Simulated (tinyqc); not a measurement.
Width of the well: optical transitions of a finite quantum well.

Each carrier sees a square well of width L with its own depth V and masses m (inside), mb (outside); c = hbar^2/2m0, k = sqrt(m E/c), kappa = sqrt(mb (V - E)/c), and level n solves k L + 2 atan[(k/m)/(kappa/mb)] = n pi. The envelope is cos(kz) for odd n and sin(kz) for even n inside, joins exp(-kappa (|z| - L/2)) outside, and is normalised to 1. Excitons and band mixing are left out.

Constants: hbar^2/2m0 = 3.80998211 eV angstrom^2; hc = 1239.841984 eV nm.

Values chosen for the exercise (near those of a GaAs well in AlGaAs; shifted at random, so the results belong to these values and not to a real crystal): Eg = 1.506 eV (gap of the well); Vc = 0.121 eV (conduction offset); Vv = 0.067 eV (valence offset); me = 0.0664 m0 (electron, well); meb = 0.0795 m0 (electron, barrier); mh = 0.35 m0 (heavy hole along z, well); mhb = 0.416 m0 (heavy hole, barrier); ml = 0.0872 m0 (light hole along z, well); mlb = 0.1088 m0 (light hole, barrier); Ls = (35, 63, 74, 86, 121, 159, 218) angstrom (widths).

Edge wavelength hc/(Eg + e1 + hh1), squared e1-hh1 overlap, lh1 - hh1, and the 1-2 intersubband energy with f_12 = (m1/c) E12 z_12^2, 1/m1 = <1|1/m|1> (dash: e2 unbound).

Results:
```
L (angstrom)  edge (nm)  overlap^2  lh1 - hh1 (meV)  E12 (meV)   f_12
35                772.0     0.9052             18.9          -      -
63                793.1     0.9541             15.7          -      -
74                798.1     0.9634             14.0       82.0  0.602
86                802.4     0.9706             12.3       77.6  0.918
121               810.1     0.9826              8.6       55.5  0.987
159               814.5     0.9888              6.1       38.4  0.978
218               818.0     0.9934              3.9       23.7  0.969
```

What does the comparison show?

The edge tunes from 772 to 818 nm, towards hc/Eg = 823 nm, while the overlap goes from 0.905 to 0.993. e2 binds at L = pi sqrt(c/(me Vc)) = 68.4 angstrom; f_12 starts from zero there and is 0.602 at 74 angstrom, the rest going to the continuum; among the widths listed it peaks at 0.987 (121 angstrom) and is 0.969 in the widest well, against 0.961 for hard walls.

(tinyqc, `OMP_NUM_THREADS=1 python tinyqc.py 1281731 1281732 out.jsonl`, Intel(R) Xeon(R) Processor @ 2.30GHz, 1 thread, shared host, about 0.08 s.)
